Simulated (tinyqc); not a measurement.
Inside a calculation. Model: p-type polysilicon, carrier trapping at grain boundaries.

Program tinyqc, `OMP_NUM_THREADS=1 python tinyqc.py 2830248 2830249 out.jsonl`; Intel Xeon 2.30GHz, shared host, one thread, about 0.01 s. Printed values are rounded.

One-dimensional grains of size Lg, uniform ionised doping N, monovalent traps Qt at each boundary at a depth Et below (for electrons) or above (for holes) the band edge there, abrupt depletion of width W on each side of a boundary, Boltzmann statistics. xi is the distance from the band edge at the grain centre to the Fermi level. Trapped charge Qt/(1 + exp((xi + VB - Et)/Vt)) = 2 N W, barrier VB = q N W^2/(2 eps0 eps_r).

Values chosen for this exercise; values of the order met in polycrystalline silicon: temperature T = 350 K; relative permittivity eps_r = 11.7; valence-band density of states at T NB = 3.34e19 cm^-3; grain size Lg = 160 nm; trap density of a grain boundary Qt = 7.5e11 cm^-2; depth of the trap level from the majority band edge at the boundary Et = 0.47 eV; mass for thermionic emission ms = 0.46 m0; correction factor of the emission rate fe = 0.12; mobility inside the grains mug = 54 cm^2/(V s); doping N = 1.2e17 cm^-3.

Constants: q = 1.602176634e-19 C, kB = 1.380649e-23 J/K, m0 = 9.1093837015e-31 kg, Vt = kB T/q, eps0 = 8.8541878128e-14 F/cm where lengths are in cm. Results are converted to the units shown.

## Starting value

W = 31 nm.

W at the start = 31 nm

## Iteration 1: new W

Partly depleted grain, xi = Vt ln(NB/N): f = 1/(1 + exp((xi + VB - Et)/Vt)), g = Qt f - 2 N W, g' = -2 Qt f (1 - f) VB/(W Vt) - 2 N, W(new) = W - g/g'.

VB = 0.0891765 V
f = 0.999087
g = 5.31512e9 cm^-2
g' = -2.41305e10 cm^-2/nm
W after iteration 1 = 31.2203 nm

## Iteration 2: new W

As before.

VB = 0.0904483 V
f = 0.999048
g = -7.17918e5 cm^-2
g' = -2.41371e10 cm^-2/nm
W after iteration 2 = 31.2202 nm

## Course of the iteration

Stop when the step is below 1e-10 nm, or after 40 iterations.

Course of the iteration:
```
iteration  W before the step (nm)  step (nm)
1                              31      0.220
2                         31.2203   -2.97e-5
3                         31.2202  -5.65e-13
```

Converged in 3 iterations.

## Depletion width, Fermi level and barrier

If the trap equation with xi = Vt ln(NB/N) has a root W < Lg/2, the grain is partly depleted; otherwise W = Lg/2 and the trap equation gives xi = Et - VB + Vt ln(Qt/(N Lg) - 1). N* = Qt/Lg.

N* = 4.68750e16 cm^-3
W = 31.2202 nm
xi = 0.169769 V
VB = 0.0904481 V
share of traps filled = 0.999048

N is 2.56 N*, and the grain is partly depleted; VB = 3.00 Vt.

## Resistivity and effective mobility

n0 = NB exp(-xi/Vt); mean density n0 (1 - 2 W/Lg) by charge balance in a partly depleted grain, and n0 (sqrt(pi)/2) erf(u)/u with u = sqrt(VB/Vt) in a fully depleted one; v = sqrt(kB T/(2 pi ms m0)); barrier resistivity Vt exp(VB/Vt)/(q fe n0 v Lg); grain resistivity (1 - 2 W/Lg)/(q n0 mug); effective mobility 1/(q mean density total resistivity).

n0 = 1.2e17 cm^-3
mean density = 7.31696e16 cm^-3
v = 4.28413e6 cm/s
barrier resistivity = 3.82632 ohm cm
grain resistivity = 0.587306 ohm cm
resistivity = 4.41362 ohm cm
effective mobility = 19.3270 cm^2/(V s)

The resistivity is 4.58 times that of a single crystal with the same N and mobility mug, and the mean density is 61.0 % of N.
